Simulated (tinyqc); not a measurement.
Deep-level transient spectroscopy: two steps of the calculation.

Schottky contact on an n-type layer with shallow donors Nd (all ionised) and a donor-like deep trap, neutral when filled and positive when empty; depletion approximation. Traps within lam of the depletion edge stay filled. A long pulse to Vp fills the traps beyond x1 = Wp - lam; back at Vr those between x1 and x2 = Wr - lam emit. A rate window reads S = C(t2) - C(t1).

Parameters, values chosen for the exercise; material values close to those of germanium:
```
symbol,value,unit,meaning
Nc,1.05e19,cm^-3,conduction-band density of states at 300 K
vth,3.3e7,cm/s,thermal velocity at 300 K
Et,0.29,eV,depth of the trap below the conduction edge
sn,1e-16,cm^2,capture cross-section
t1,0.1,ms,first sampling time
t2,1,ms,second sampling time
T,201,K,temperature of the transient
```

Constants: q = 1.602176634e-19 C, kB = 1.380649e-23 J/K. Results are converted to the units shown.

Task 1. Emission rate and rate window. Emission rate en = sn vth(T) Nc(T) exp(-Et/kB T) = sn g T^2 exp(-Et/kB T), g = vth Nc/(300 K)^2, as vth goes as T^0.5 and Nc as T^1.5 (degeneracy factor 1). For an exponential transient S peaks where en = ew = ln(t2/t1)/(t2 - t1).

Wanted: g; en; 1/en; ew.

Result 1.

g = 3.8500e21 cm^-2 s^-1 K^-2
en = 832.78 1/s
1/en = 1.2008 ms
ew = 2558.4 1/s

Task 2. Peak temperature. Fixed-point step for en(T) = ew: T(new) = (Et q/kB)/ln(sn g T^2/ew), g = vth Nc/(300 K)^2.

ew = 2558.4279 1/s
T at the start = 300 K

Give: T after step 1.

Result 2.

T after step 1 = 204.93 K

Program tinyqc, `OMP_NUM_THREADS=1 python tinyqc.py 2050131 2050132 out.jsonl`; Intel Xeon 2.30GHz, shared host, one thread, about 0.01 s.
